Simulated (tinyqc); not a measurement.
## Mobility and doping from two currents

Problem. A trap-free film with injecting contacts is fitted, with diffusion neglected, by J = q mu N V/Lf + (9/8) eps0 eps_r mu V^2/Lf^3. Find mu, N and the voltage at which both terms are equal.

Parameters, values chosen for the exercise:
```
symbol  value  unit                meaning
eps_r    11.8        relative permittivity
Lf        390    nm         film thickness
```

Constants: q = 1.602176634e-19 C, eps0 = 8.8541878128e-14 F/cm where lengths are in cm. Results are converted to the units shown.

J at 3.3 and 9 V (A/cm^2): 4.0452764  17.233214

Solution. J/V is a straight line in V: the slope gives mu and the intercept mu N.

mu = 0.00610 cm^2/(V s)
N = 3.30e16 cm^-3
crossover voltage = 6.84 V

tinyqc, about 2 s, one thread, Intel Xeon 2.30GHz (shared host): `OMP_NUM_THREADS=1 python tinyqc.py 2730066 2730067 out.jsonl`
